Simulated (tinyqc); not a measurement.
# p-type polysilicon, carrier trapping at grain boundaries: two studies

One-dimensional grains of size Lg, uniform ionised doping N, monovalent traps Qt at each boundary at a depth Et below (for electrons) or above (for holes) the band edge there, abrupt depletion of width W on each side of a boundary, Boltzmann statistics. xi is the distance from the band edge at the grain centre to the Fermi level. Trapped charge Qt/(1 + exp((xi + VB - Et)/Vt)) = 2 N W, barrier VB = q N W^2/(2 eps0 eps_r).

Parameters, values chosen for the exercise; values of the order met in polycrystalline silicon: temperature T = 350 K; relative permittivity eps_r = 11.7; valence-band density of states at T NB = 3.34e19 cm^-3; grain size Lg = 56 nm; trap density of a grain boundary Qt = 6.1e11 cm^-2; depth of the trap level from the majority band edge at the boundary Et = 0.39 eV; mass for thermionic emission ms = 0.36 m0; correction factor of the emission rate fe = 0.25; mobility inside the grains mug = 54 cm^2/(V s); doping N = 2.3e16 cm^-3.

Constants: q = 1.602176634e-19 C, kB = 1.380649e-23 J/K, m0 = 9.1093837015e-31 kg, Vt = kB T/q, eps0 = 8.8541878128e-14 F/cm where lengths are in cm. Results are converted to the units shown.

Each table varies one quantity; the others keep the values above.

## Effect of the doping

If the trap equation with xi = Vt ln(NB/N) has a root W < Lg/2, the grain is partly depleted; otherwise W = Lg/2 and the trap equation gives xi = Et - VB + Vt ln(Qt/(N Lg) - 1). N* = Qt/Lg. n0 = NB exp(-xi/Vt); mean density n0 (1 - 2 W/Lg) by charge balance in a partly depleted grain, and n0 (sqrt(pi)/2) erf(u)/u with u = sqrt(VB/Vt) in a fully depleted one; v = sqrt(kB T/(2 pi ms m0)); barrier resistivity Vt exp(VB/Vt)/(q fe n0 v Lg); grain resistivity (1 - 2 W/Lg)/(q n0 mug); effective mobility 1/(q mean density total resistivity). Rows with xi above 0.45 V, towards mid-gap, are left out, since the other carrier type is ignored.

Effect of the doping:
columns A: N (cm^-3); B: N/N*; C: depleted share 2 W/Lg; D: VB (V); E: xi (V); F: mean density (cm^-3); G: resistivity (ohm cm); H: effective mobility (cm^2/(V s))
```
A            B        C         D        E         F        G      H
1.1e16  0.1010    1.000  0.006669   0.4493  1.055e13     3055  193.6
2.4e16  0.2203    1.000   0.01455   0.4136  3.185e13     1214  161.3
5.1e16  0.4682    1.000   0.03092   0.3629  1.473e14    389.8  108.7
1.1e17   1.010   0.9841   0.06459   0.1724  1.749e15    2.165   1648
2.2e17   2.020   0.4946   0.03263   0.1515  1.112e17   0.6378  88.01
4.7e17   4.315   0.2317   0.01530   0.1286  3.611e17   0.2870  60.22
9.9e17   9.089   0.1100  0.007265   0.1061  8.811e17   0.1396  50.75
2.1e18   19.28  0.05187  0.003425  0.08344  1.991e18  0.06700  46.79
4.4e18   40.39  0.02476  0.001635  0.06113  4.291e18  0.03228  45.06
```

As N goes from 1.1e16 to 4.4e18, VB goes from 0.00667 through a maximum of 0.0646 (at N = 1.1e17 among the rows listed) to 0.00163 V, the resistivity falls from 3060 to 0.0323 ohm cm and the effective mobility moves up and down between 45.1 and 1650 cm^2/(V s). The steepest fall of the resistivity among the rows, as N^(-6.8), lies between N = 5.1e16 and 1.1e17 cm^-3; N* = 1.09e17 cm^-3. While the grain is fully depleted VB grows as N; once the traps are full it falls as 1/N. For N = 4.4e18 xi is under 2.5 Vt, where Boltzmann statistics begin to fail. For N = 1.1e16, 2.4e16, 4.7e17, 9.9e17, 2.1e18, 4.4e18 VB is below Vt, where abrupt depletion and thermionic emission are rough. For N = 1.1e17 the grain is near the changeover between partial and full depletion, within a few Debye lengths, where both limits are rough. For N = 1.1e16, 2.4e16, 5.1e16, 1.1e17, 2.2e17, 4.7e17 the effective mobility exceeds mug, since drift through the depleted part of the grain is left out.

## Effect of the grain size

Same model as above.

N* = Qt/Lg.

Effect of the grain size:
columns A: Lg (nm); B: N/N*; C: depleted share 2 W/Lg; D: VB (V); E: xi (V); F: mean density (cm^-3); G: resistivity (ohm cm); H: effective mobility (cm^2/(V s))
```
A         B       C         D       E         F      G      H
31   0.1169   1.000  0.004273  0.4467  1.178e13   4684  113.1
53   0.1998   1.000   0.01249  0.4194  2.683e13   1452  160.2
94   0.3544   1.000   0.03929  0.3688  1.134e14  372.4  147.8
160  0.6033   1.000    0.1138  0.2635  2.430e15  78.99  32.52
290   1.093  0.6268    0.1469  0.2196  8.583e15  32.30  22.52
500   1.885  0.3636    0.1469  0.2196  1.464e16  20.84  20.46
```

As Lg goes from 31 to 500, VB rises from 0.00427 to 0.147 V, the resistivity falls from 4680 to 20.8 ohm cm and the effective mobility goes from 113 through a maximum of 160 (at Lg = 53 among the rows listed) to 20.5 cm^2/(V s). For Lg = 31, 53 VB is below Vt, where abrupt depletion and thermionic emission are rough. For Lg = 160 the grain is near the changeover between partial and full depletion, within a few Debye lengths, where both limits are rough. For Lg = 31, 53, 94 the effective mobility exceeds mug, since drift through the depleted part of the grain is left out.

Numbers from tinyqc (`OMP_NUM_THREADS=1 python tinyqc.py 2830028 2830029 out.jsonl`; about 0.01 s on one thread of a shared Intel Xeon 2.30GHz).
